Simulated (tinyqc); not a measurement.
Via and link resistance from two via chains.

Question. A chain of 5000 vias joined by 5000 metal links has R = 5000 (Rv + Rlink), with Rlink proportional to the link length. Find Rv, Rlink for length L, and the value of Rv that the short chain would give if the links were ignored.

resistance of chains of 5000 links with link lengths L and 3 L (ohm): [37000, 49000]

Answer. R per link is a straight line in the link length; its intercept at zero length is Rv.

Rv = 6.200 ohm
Rlink = 1.200 ohm
Rv without correction = 7.400 ohm

Computed by the program tinyqc: `OMP_NUM_THREADS=1 python tinyqc.py 2750025 2750026 out.jsonl`, one thread of a shared Intel Xeon 2.30GHz, about 0.01 s for the whole run.
